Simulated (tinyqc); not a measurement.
All estimates against temperature: estimate of lattice thermal conductivity from elastic moduli (Slack, Klemens and Cahill formulas). Computed by tinyqc, a small Python program. Command: `OMP_NUM_THREADS=1 python tinyqc.py 3017041 3017042 out.jsonl slack walk`. One thread of a shared host (Intel(R) Xeon(R) Processor @ 2.30GHz), about 0.01 s of CPU time with the checks.

An isotropic solid.

Inputs (values chosen for the exercise, for a model crystal):
```
quantity                     value        unit
bulk modulus B                43.2         GPa
shear modulus G               24.6         GPa
volume per atom V             17.5  angstrom^3
mean atomic mass M             161           u
atoms per primitive cell n      10           -
temperature T                 1200           K
disorder parameter Gamma    0.0033           -
grain size d                  1300          nm
```

Grueneisen parameter: from the Poisson ratio.

Constants: u = 1.6605390666e-27 kg; hbar = 1.054571817e-34 J s; k_B = 1.380649e-23 J/K; h = 6.62607015e-34 J s.

Method:
- rho = M/V; vL = sqrt((B + 4G/3)/rho), vT = sqrt(G/rho); v_m = [(vL^-3 + 2 vT^-3)/3]^(-1/3); Poisson ratio sigma = (3B - 2G)/(6B + 2G); Theta = hbar v_m (6 pi^2/V)^(1/3)/k_B.
- Empirical rule gamma = (3/2) (1 + sigma)/(2 - 3 sigma).
- Slack, an estimate for T near or above Theta_a: kappa = A M Theta_a^3 delta n^(1/3)/(gamma^2 T) in W/(m K), with M in u, delta = V^(1/3) in angstrom, Theta_a = Theta n^(-1/3) and A = 2.43e-6/(1 - 0.514/gamma + 0.228/gamma^2).
- High-temperature forms with the classical heat capacity. Klemens: kappa/kappa_0 = arctan(u)/u, u^2 = pi^2 Theta V Gamma kappa_0/(h v_m^2). Grains: 1/kappa_poly = 1/kappa + 1/(C v_m d/3), C = 3 k_B/(n V), the acoustic branches alone.
- Cahill minimum: kappa_min = (pi/6)^(1/3) k_B V^(-2/3) sum over L, T, T of v (T/Theta_i)^2 int_0^(Theta_i/T) x^3 e^x/(e^x - 1)^2 dx, Theta_i = Theta v_i/v_m (64 Gauss-Legendre points).

Grueneisen parameter gamma = 1.55272

Debye temperature Theta = 161.755 K

v_m = 1410.57 m/s

vL = 2230.43 m/s

vT = 1268.96 m/s

acoustic Debye temperature Theta_a = 75.0802 K

Kappa (W/(m K)):
```
T (K)  perfect crystal  with point defects  polycrystal  minimum
200             2.5156              2.3820       2.3434  0.37717
300             1.6771              1.6158       1.5979  0.38613
400             1.2578              1.2228       1.2125  0.38936
550             0.9148              0.8960       0.8905  0.39135
750             0.6708              0.6606       0.6576  0.39239
1000            0.5031              0.4973       0.4956  0.39292
1300            0.3870              0.3836       0.3826  0.39320
1700            0.2960              0.2939       0.2933  0.39337
```

The perfect crystal follows 1/T. With point defects the exponent runs from -0.96 to -0.99 (the strong-disorder limit is -1/2), and with grains from -0.94 to -0.99. The polycrystal estimate falls below the minimum from 1300 K on, where it loses its meaning.

Extremes, crossings and ranges named in words are read from the listed rows.
